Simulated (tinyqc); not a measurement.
# Inputs raised by 2 %, one at a time

Model: grain-boundary diffusion: Harrison regimes, Fisher and Le Claire analysis, Hart average. Computed by tinyqc, a small Python program. Command: `OMP_NUM_THREADS=1 python tinyqc.py 3023260 3023261 out.jsonl gbdiff sens`. One thread of a shared host (Intel(R) Xeon(R) Processor @ 2.30GHz), about 0.01 s of CPU time with the checks.

A boundary is a slab of width delta with diffusivity D_b, normal to a surface held at constant concentration; it leaks into grains of diffusivity D.

Inputs (values chosen for the exercise, for a model polycrystal):
```
quantity                          value   unit
lattice prefactor D0            2.8e-05  m^2/s
lattice activation energy E        4.18     eV
boundary prefactor D0b          6.9e-05  m^2/s
boundary activation energy E_b      2.5     eV
boundary width delta               0.42     nm
segregation factor s                  1      -
grain size d                         18     um
temperature T                      1940      K
time t                            55000      s
```

Constants: k_B = 8.617333262e-05 eV/K.

Method:
- D = D0 exp(-E/(k_B T)), D_b = D0b exp(-E_b/(k_B T)).
- Triple product P = s delta D_b.
- l = sqrt(D t); P = s delta D_b; alpha = s delta/(2 l); beta = P/(2 D l). Regime A if l > 3 d, C if alpha > 1, B if alpha < 0.1, l < d/4 and beta > 10, otherwise a transition.
- Hart average for parallel slabs: f = delta/d, D_eff = (s f D_b + (1 - f) D)/(1 - f + s f); share of the boundaries = s f D_b/(s f D_b + (1 - f) D); depth sqrt(D_eff t).
- Fisher: the mean concentration falls as exp(-y/y_F), y_F = sqrt(P) (pi t/(4 D))^(1/4), with the boundary equation P d2c/dy2 = 2 c sqrt(D/(pi t)). Le Claire (from the Whipple solution): ln c falls as -(y/y_L)^(6/5) with P = 1.322 sqrt(D/t) y_L^2.

Runs:
```
input moved                             from         to  Le Claire depth y_L (um)  D_eff (m^2/s)  share of the boundaries   beta
base run                                   -          -                      9.14      9.030e-16                   0.5709  2.594
lattice activation energy E (eV)        4.18     4.2636                     10.36      7.505e-16                   0.6869  5.492
boundary prefactor D0b (m^2/s)       6.9e-05  7.038e-05                      9.24      9.133e-16                   0.5758  2.646
boundary activation energy E_b (eV)      2.5       2.55                      7.87      7.697e-16                   0.4966  1.923
grain size d (um)                         18      18.36                      9.14      8.929e-16                   0.5661  2.594
temperature T (K)                       1940     1978.8                      9.37      1.324e-15                   0.5221  1.667
time t (s)                             55000      56100                      9.19      9.030e-16                   0.5709  2.568
segregation factor s                       1       1.02                      9.24      9.133e-16                   0.5758  2.646
```

Exponents ln(y'/y) / ln(x'/x):
```
input                           Le Claire depth y_L   D_eff  share of the boundaries     beta
lattice activation energy E                   6.313  -9.340                    9.340   37.879
boundary prefactor D0b                        0.500   0.573                    0.427    1.000
boundary activation energy E_b               -7.552  -8.064                   -7.040  -15.103
grain size d                                  0.000  -0.568                   -0.432    0.000
temperature T                                 1.214  19.319                   -4.512  -22.329
time t                                        0.250   0.000                    0.000   -0.500
segregation factor s                          0.500   0.573                    0.427    1.000
```

Which inputs matter most for each result?

Among the inputs moved here: Le Claire depth y_L answers most in size to boundary activation energy E_b (exponent -7.552), next to lattice activation energy E (+6.313); its exponent is below 0.0005 for grain size d. Its exponent +0.500 in boundary prefactor D0b: the depth goes as sqrt(P). Its exponent +0.250 in time t: the Le Claire depth goes as (t/D)^(1/4) at fixed P. D_eff answers most in size to temperature T (exponent +19.319), next to lattice activation energy E (-9.340); its exponent is below 0.0005 for time t. Share of the boundaries answers most in size to lattice activation energy E (exponent +9.340), next to boundary activation energy E_b (-7.040); its exponent is below 0.0005 for time t. Beta answers most in size to lattice activation energy E (exponent +37.879), next to temperature T (-22.329); its exponent is below 0.0005 for grain size d. Its exponent -0.500 in time t: beta = P/(2 D sqrt(D t)).

Caution (all rows): outside regime A (which needs sqrt(D t) above about 3 d) the Hart average and its depth are formal: they describe a profile only in regime A or at steady state. Caution (all rows): the Fisher and Le Claire forms need regime B with beta above 10.
